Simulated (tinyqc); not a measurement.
Boltzmann transport in a parabolic band with a power-law relaxation time: one step. Transport coefficients. Four cases, with inputs chosen for the exercise.

Task: Form the ratios; u is the mean energy carried, in kT.

tau = tau0 x^r with x = E/kT. With K_j = Gamma(j + 1) F_j(eta): <tau> = tau0 (r + 3/2) K_(r+1/2)/((3/2) K_(1/2)); mu = <tau>/(mc m0/e), m0/e = 5.685630e-12 kg/C; Hall factor rH = (3/2) K_(1/2) (2r + 3/2) K_(2r+1/2)/((r + 3/2) K_(r+1/2))^2; Seebeck S = -(kB/e) [(r + 5/2) K_(r+3/2)/((r + 3/2) K_(r+1/2)) - eta]; Lorenz number L = (kB/e)^2 [(r + 7/2) K_(r+5/2)/((r + 3/2) K_(r+1/2)) - ((r + 5/2) K_(r+3/2)/((r + 3/2) K_(r+1/2)))^2]; kB/e in V/K. Valley anisotropy is left out of rH.

Constants: kB = 8.617333262e-05 eV/K.

Give: <tau>/tau0; rH; u; S; L.

Case 1.

Values chosen (out of a larger set: masses near those of Ge; tau0 is set for a mobility of the usual size at this n, kL is a free input; freeze-out and phonon drag, which matter near 77 K, are left out; not measured data): r = -0.5 (exponent of tau).

F_j and K_j:

| j | F_j | K_j |
|---|---|---|
| 0.500 | 2.496716 | 2.212657 |
| 0.000 | 1.926424 | 1.926424 |
| 1.000 | 3.045854 | 3.045854 |
| 2.000 | 3.999534 | 7.999069 |
| -0.500 | 1.366344 | 2.421781 |

eta = 1.768989

Result:

<tau>/tau0 = 0.580
rH = 1.083
u = 3.162
S = -120.1 microvolt/K
L = 1.825 1e-8 W ohm/K^2

The non-degenerate limits are rH = 1.178, u = r + 5/2 = 2 and L = (r + 5/2)(kB/e)^2 = 1.485; the degenerate ones are rH = 1 and L = 2.443.

Case 2.

Values chosen (out of a larger set: masses near those of GaAs; tau0 is set for a mobility of the usual size at this n, kL is a free input; freeze-out and phonon drag, which matter near 77 K, are left out; not measured data): r = 0.5 (exponent of tau).

F_j and K_j:

| j | F_j | K_j |
|---|---|---|
| 0.500 | 0.6529834 | 0.5786915 |
| 1.000 | 0.6950558 | 0.6950558 |
| 2.000 | 0.7520610 | 1.504122 |
| 3.000 | 0.7842282 | 4.705369 |
| 1.500 | 0.7274598 | 0.9670417 |

eta = -0.197409

Result:

<tau>/tau0 = 1.601
rH = 1.086
u = 3.246
S = -296.7 microvolt/K
L = 2.230 1e-8 W ohm/K^2

The non-degenerate limits are rH = 1.104, u = r + 5/2 = 3 and L = (r + 5/2)(kB/e)^2 = 2.228; the degenerate ones are rH = 1 and L = 2.443.

Case 3.

Values chosen (out of a larger set: masses near those of SiC; tau0 is set for a mobility of the usual size at this n, kL is a free input; freeze-out and phonon drag, which matter near 77 K, are left out; not measured data): r = 1.5 (exponent of tau).

F_j and K_j:

| j | F_j | K_j |
|---|---|---|
| 0.500 | 0.006352760 | 0.005629987 |
| 2.000 | 0.006361986 | 0.01272397 |
| 3.000 | 0.006364513 | 0.03818708 |
| 4.000 | 0.006365778 | 0.1527787 |
| 3.500 | 0.006365254 | 0.07403891 |

eta = -5.056620

Result:

<tau>/tau0 = 4.520
rH = 1.931
u = 4.002
S = -780.6 microvolt/K
L = 2.970 1e-8 W ohm/K^2

The non-degenerate limits are rH = 1.933, u = r + 5/2 = 4 and L = (r + 5/2)(kB/e)^2 = 2.970; the degenerate ones are rH = 1 and L = 2.443.

Case 4.

Values chosen (out of a larger set: masses near those of SiC; tau0 is set for a mobility of the usual size at this n, kL is a free input; freeze-out and phonon drag, which matter near 77 K, are left out; not measured data): r = -0.5 (exponent of tau).

F_j and K_j:

| j | F_j | K_j |
|---|---|---|
| 0.500 | 7.140680 | 6.328263 |
| 0.000 | 4.295997 | 4.295997 |
| 1.000 | 10.80013 | 10.80013 |
| 2.000 | 20.14588 | 40.29176 |
| -0.500 | 2.270915 | 4.025092 |

eta = 4.282280

Result:

<tau>/tau0 = 0.453
rH = 1.035
u = 5.028
S = -64.3 microvolt/K
L = 2.121 1e-8 W ohm/K^2

The non-degenerate limits are rH = 1.178, u = r + 5/2 = 2 and L = (r + 5/2)(kB/e)^2 = 1.485; the degenerate ones are rH = 1 and L = 2.443.

Computed by tinyqc, one run a case: `OMP_NUM_THREADS=1 python tinyqc.py N N+1 out.jsonl` with N = 1681818, 1681897, 1681918, 1682010; one thread of a shared Intel(R) Xeon(R) Processor @ 2.30GHz, about 0.02 s a run at most.
